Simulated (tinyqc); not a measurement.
# Voltage drop against the resistance of a horizontal segment

A grid of 13 by 13 nodes with segments Rx (rows) and Ry (columns); every node draws I1 and the central node kh I1; pads with resistance Rp sit at the nodes whose row and column are multiples of the pitch, counting from 0. The drops u = Vdd - V follow from G u = i, with G the conductance matrix and i the load currents, solved directly. Here the pitch is 6.

Inputs (values chosen for the exercise):
- Vdd = 0.75 V (supply voltage)
- Ry = 0.94 ohm (resistance of a vertical segment)
- Rp = 0.17 ohm (resistance from a pad node to the supply)
- kh = 8 (factor on the load at the hot node)
- I1 = 0.24 mA (load current of a node in the large grid)

Result of one run:
```
pads  worst drop (mV)  mean drop (mV)  largest drop at a pad (mV)  largest pad current (mA)  worst drop over Vdd (%)
9              3.6382          3.0195                      1.3998                    8.2344                  0.48510
```

Which resistance of a horizontal segment Rx gave this result: 0.03, 0.06, 0.48 or 0.96 ohm?

Rx = 0.96 ohm.

The whole series:
columns A: Rx (ohm); B: pads; C: worst drop (mV); D: mean drop (mV); E: largest drop at a pad (mV); F: largest pad current (mA); G: worst drop over Vdd (%)
```
A      B       C       D       E       F        G
0.015  9  1.9304  1.5072  1.1262  6.6248  0.25739
0.03   9  1.9778  1.5539  1.1700  6.8821  0.26370
0.06   9  2.0632  1.6374  1.2219  7.1879  0.27509
0.12   9  2.2144  1.7821  1.2729  7.4878  0.29526
0.24   9  2.4743  2.0238  1.3167  7.7455  0.32990
0.48   9  2.9033  2.4124  1.3560  7.9766  0.38710
0.96   9  3.6382  3.0195  1.3998  8.2344  0.48510
```

The worst drop rises from 1.93 to 3.64 mV and the mean drop rises from 1.51 to 3.02 mV. The worst drop goes as Rx^(0.03) between the first two rows and Rx^(0.33) between the last two. The central node is itself a pad.

Program tinyqc, `OMP_NUM_THREADS=1 python tinyqc.py 2770119 2770120 out.jsonl`; Intel Xeon 2.30GHz, shared host, one thread, about 0.09 s.
